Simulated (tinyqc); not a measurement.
# Weibull slope from two areas

Problem. Oxide breakdown times follow a Weibull law, F = 1 - exp(-(t/t63)^beta). For defects spread at random t63 goes as A^(-1/beta). Find beta and the time at which the share Fp of the area-A2 devices has failed, t63(A2) (-ln(1 - Fp))^(1/beta).

Inputs (values chosen for the exercise):
- A1 = 2000 um^2 (area of a test capacitor)
- A2 = 3e5 um^2 (gate area of the product)
- Fp = 1e-6 (allowed share of failed products)

t63 at the areas A1 and A2 (s): [1400, 29.662769]

Solution. beta = ln(A2/A1)/ln(t63(A1)/t63(A2)).

beta = 1.30
time to Fp = 7.19e-4 s

Numbers from tinyqc (`OMP_NUM_THREADS=1 python tinyqc.py 2070116 2070117 out.jsonl`; about 0.01 s on one thread of a shared Intel Xeon 2.30GHz).
